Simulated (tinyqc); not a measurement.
Buckled dimers of a reconstructed (001) surface, two dangling bonds a dimer: one step. An isolated dimer. Three cases, with inputs chosen for the exercise.

Problem. For ta = tx = 0, W = -2 sqrt(tp^2 + (gm z)^2) + kf z^2. It buckles if gm^2/kf > tp; then sqrt(tp^2 + (gm z)^2) = gm^2/kf, the gap is twice that, and the gain is (gm^2/kf - tp)^2 kf/gm^2.

Give: gm^2/kf; buckling z; gap; gain.

Case 1.

Values chosen (out of a larger set: of the size met on Si(001); not measured data): tp = 0.31 eV (pi coupling inside a dimer); gm = 2.31 eV/angstrom (shift of a dangling bond with height); kf = 7.6 eV/angstrom^2 (force constant of buckling).

Solution.

gm^2/kf = 0.7021 eV
buckling z = 0.2727 angstrom
gap = 1.4042 eV
gain = 0.2190 eV

Case 2.

Values chosen (out of a larger set: of the size met on Si(001); not measured data): tp = 0.19 eV (pi coupling inside a dimer); gm = 2.33 eV/angstrom (shift of a dangling bond with height); kf = 11.8 eV/angstrom^2 (force constant of buckling).

Solution.

gm^2/kf = 0.4601 eV
buckling z = 0.1798 angstrom
gap = 0.9202 eV
gain = 0.1585 eV

Case 3.

Values chosen (out of a larger set: of the size met on Ge(001); not measured data): tp = 0.2 eV (pi coupling inside a dimer); gm = 1.7 eV/angstrom (shift of a dangling bond with height); kf = 5.5 eV/angstrom^2 (force constant of buckling).

Solution.

gm^2/kf = 0.5255 eV
buckling z = 0.2858 angstrom
gap = 1.0509 eV
gain = 0.2016 eV

The pi bond is too weak to resist: the dimer tilts and charge moves to the up atom.

Computed by tinyqc, one run a case: `OMP_NUM_THREADS=1 python tinyqc.py N N+1 out.jsonl` with N = 1480046, 1480132, 1480195; one thread of a shared Intel(R) Xeon(R) Processor @ 2.30GHz, about 0.04 s a run at most.
